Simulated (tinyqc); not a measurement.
Worked calculation: tight binding, kagome lattice. Computed by tinyqc, a small Python program that keeps every step. Settings: t1 = 1.03, t2 = 1.83, delta = 0.23, bands filled = 1. Command: `OMP_NUM_THREADS=1 python tinyqc.py 26195 26196 out.jsonl` (the two numbers bound the seeds that draw the settings). One thread of a shared host (Intel(R) Xeon(R) Processor @ 2.60GHz), about 0.01 s of CPU time with the checks.

## Bloch Hamiltonian at k

Parameters chosen for this model:
```
parameter     value                unit
t1         1.030000    eV, up triangles
t2         1.830000  eV, down triangles
delta      0.230000        eV on site C
```

k point k (fractions of the reciprocal vectors): [0.360000, 0.070000]

H_AB = -t1 - t2 exp(-i k.a1), H_AC = -t1 - t2 exp(-i k.a2), H_BC = -t1 - t2 exp(i k.(a1 - a2)), H_CC = delta.

H(k) at k (eV), order A, B, C:
$$\begin{pmatrix}
0.000000 & 0.136486+1.410039i & -2.685834+0.779176i \\
0.136486-1.410039i & 0.000000 & -0.574898-1.772507i \\
-2.685834-0.779176i & -0.574898+1.772507i & 0.230000
\end{pmatrix}$$

## Levels at k

Diagonalise the Hermitian matrix.

eigenvalues (eV): [-4.017022, 1.258143, 2.988879]

weights |c|^2 of the basis functions, order A, B, C:
$$\begin{pmatrix}
0.367670 & 0.238637 & 0.393693 \\
0.250007 & 0.714931 & 0.035062 \\
0.382323 & 0.046431 & 0.571245
\end{pmatrix}$$

## Bloch Hamiltonian at K

k point K (fractions of the reciprocal vectors): [0.333333, 0.666667]

As before.

H(k) at K (eV), order A, B, C:
$$\begin{pmatrix}
0.000000 & -0.115000+1.584826i & -0.115000-1.584826i \\
-0.115000-1.584826i & 0.000000 & -0.115000+1.584826i \\
-0.115000+1.584826i & -0.115000-1.584826i & 0.230000
\end{pmatrix}$$

## Levels at K

As before.

eigenvalues (eV): [-2.556782, -0.152909, 2.939691]

weights |c|^2 of the basis functions, order A, B, C:
$$\begin{pmatrix}
0.348169 & 0.331756 & 0.320075 \\
0.348169 & 0.331756 & 0.320075 \\
0.303662 & 0.336487 & 0.359851
\end{pmatrix}$$

## Bands along a path

The same steps at evenly spaced points between the labelled ones.

Bands along the path (eV):
```
k             band 1     band 2    band 3
G          -5.644691   2.860000  3.014691
G-K 0.20   -5.418416   2.722542  2.925874
G-K 0.40   -4.786344   2.106548  2.909796
G-K 0.60   -3.889508   1.205846  2.913662
G-K 0.80   -2.987581   0.293762  2.923819
K          -2.556782  -0.152909  2.939691
K-M 0.20   -2.631920  -0.087485  2.949405
K-M 0.40   -2.806744   0.077275  2.959468
K-M 0.60   -2.984632   0.246033  2.968599
K-M 0.80   -3.109024   0.363907  2.975117
M          -3.153107   0.405608  2.977499
M-K' 0.20  -3.109024   0.363907  2.975117
M-K' 0.40  -2.984632   0.246033  2.968599
M-K' 0.60  -2.806744   0.077275  2.959468
M-K' 0.80  -2.631920  -0.087485  2.949405
K'         -2.556782  -0.152909  2.939691
```

With 1 band(s) filled, the highest filled level on these points lies at K' and the lowest empty one at K': a gap of 2.4039 eV, direct.
